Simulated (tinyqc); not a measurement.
Input admittance of a MOSFET at zero drain bias: distributed channel and distributed gate: two steps of the calculation.

Source and drain grounded, strong inversion, w = 2 pi f, Cox = eps0 eox/tox. The channel is an RC line of resistance 1/(mu Cox Vo) per square fed from both ends, so one finger has the intrinsic admittance y = i w Cox L tanh(g)/g per width, g = (1/2) sqrt(i w tau), tau = L^2/(mu Vo). The vertical resistance rv/L is in series with y, the overlaps 2 i w Cov in parallel: y_t = 1/(1/y + rv/L) + 2 i w Cov. The gate strip is a line of Rsh/L per length loaded by y_t, so a finger has Y = y_t Wf tanh(k)/k, k = (Wf/sd) sqrt(y_t Rsh/L); the device has Nf Y.

Values chosen for this exercise; values of the order met in silicon radio-frequency transistors:

| symbol | value | unit | meaning |
|---|---|---|---|
| eox | 7.4 |  | relative permittivity of the gate insulator (close to silicon nitride) |
| tox | 3.8 | nm | insulator thickness |
| L | 0.42 | um | channel length |
| Wf | 20 | um | finger width |
| Nf | 16 |  | number of fingers |
| mu | 170 | cm^2/(V s) | channel mobility |
| Vo | 0.78 | V | gate overdrive |
| Rsh | 34 | ohm/square | sheet resistance of the gate |
| rv | 0 | ohm um^2 | vertical resistivity of the gate stack |
| sd | 1 |  | number of ends at which a finger is contacted |
| Cov | 0.35 | fF/um | overlap and fringe capacitance on each side |
| f | 1.5 | GHz | frequency |

Constants: eps0 = 8.8541878128e-14 F/cm where lengths are in cm. Results are converted to the units shown.

Question 1. Low-frequency resistances and capacitance. Low-frequency limits, with c = Cox L and ct = c + 2 Cov: R_strip = Rsh Wf/(3 sd^2 L Nf), R_ch = (c/ct)^2 L/(12 mu Cox Vo Wf Nf), R_vert = (c/ct)^2 rv/(L Wf Nf), C = ct Wf Nf.

Give: parts; sum; C; 1/(2 pi R C).

Answer 1.

parts (ohm): strip 33.730, channel 0.39777, vertical 0
sum = 34.128 ohm
C = 2541.4 fF
1/(2 pi R C) = 1.8350 GHz

The strip term is the largest, 98.8 % of the sum.

Question 2. Input impedance of the device. k and Y as defined; Z = 1/(Nf Y) = R + 1/(i w C); Q = |Im Z|/R; signal at the point farthest from a contact |1/cosh k|.

y_t = 0.713006+74.840702i uS/um

Find: k; Nf Y; R; C; Q; signal at the far point.

Answer 2.

k = 1.106+1.096i
Nf Y = 10.03+14.29i mS
R = 32.90 ohm
C = 2263 fF
Q = 1.425
signal at the far point = 0.7035

Program tinyqc, `OMP_NUM_THREADS=1 python tinyqc.py 2262044 2262045 out.jsonl`; Intel Xeon 2.30GHz, shared host, one thread, about 0.01 s.
